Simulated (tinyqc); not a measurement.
Effective-mass impurity with a central-cell term, in a basis of Slater functions: one step, computed by the program tinyqc. Command: `OMP_NUM_THREADS=1 python tinyqc.py 3020011 3020012 out.jsonl centralcell walk`. One thread of a shared host (Intel(R) Xeon(R) Processor @ 2.30GHz), about 0.01 s of CPU time with the checks.

The envelope obeys H = -nabla^2 - (2/r) [Z + A exp(-kappa r)] in effective units, with kappa = a*/lambda; positive A deepens the well near the core.

Question. Matrices over the s basis. zeta_i = zeta_1 beta^(i-1), i = 1..n. For s functions exp(-zeta r), with s = zeta_i + zeta_j: S = 2/s^3, T = zeta_i zeta_j S, V = -2 Z/s^2, W = -2 A/(s + kappa)^2; each function is normalised by dividing by sqrt(S_ii S_jj).

Inputs (values chosen for the exercise, for a model semiconductor):

| quantity | value | unit |
|---|---|---|
| charge Z of the core | 1 | - |
| central-cell strength A | 1.2 | - |
| basis size n | 2 | - |
| smallest exponent zeta_1 | 0.58 | 1/a* |
| ratio beta of exponents | 3 | - |

Impurity: donor, one isotropic band.

kappa = 9.274608 1/a*

Give: exponents; overlap S; kinetic T; Coulomb V; central cell W.

Answer.

exponents (1/a*): 0.58  1.74

overlap S:
```
       1      2
1  1.000  0.650
2  0.650  1.000
```

kinetic T (Ry*):
```
        1       2
1  0.3364  0.6555
2  0.6555  3.0276
```

Coulomb V (Ry*):
```
        1       2
1   -1.16  -1.507
2  -1.507   -3.48
```

central cell W (Ry*):
```
          1         2
1  -0.01720  -0.07240
2  -0.07240   -0.3109
```
